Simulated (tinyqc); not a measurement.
Raman shift of the zone-centre optical phonon of a diamond-structure crystal under stress: one step, computed by the program tinyqc. Command: `OMP_NUM_THREADS=1 python tinyqc.py 3031245 3031246 out.jsonl ramanstress walk`. One thread of a shared host (Intel(R) Xeon(R) Processor @ 2.30GHz), about 0.01 s of CPU time with the checks.

Axes x, y, z are the cube axes. Strain shifts the threefold optical mode and can split it; p, q and r are the phonon deformation potentials.

Question. Stress and strain tensors. Equal biaxial stress in the plane normal to the axis (unit vector n): sigma_ij = sigma (delta_ij - n_i n_j). eps_xx = S11 sigma_xx + S12 (sigma_yy + sigma_zz), and cyclic; eps_xy = S44 sigma_xy/2 (tensor strain).

Inputs (values chosen for the exercise, modelled on silicon): stress sigma (tension positive) = -0.21 GPa.

Stress state: biaxial. Axis: [001].

S44 = 12.47972 1/TPa

S11 = 7.581701 1/TPa

S12 = -2.109161 1/TPa

Give: stress; strain; volume strain.

Answer.

stress (GPa), rows x, y, z:
```
[[-0.21, 0.00, 0.00],
 [0.00, -0.21, 0.00],
 [0.00, 0.00, 0.00]]
```

strain (per mille), rows x, y, z:
```
[[-1.149, 0.000, 0.000],
 [0.000, -1.149, 0.000],
 [0.000, 0.000, 0.886]]
```

volume strain = -1.413 per mille
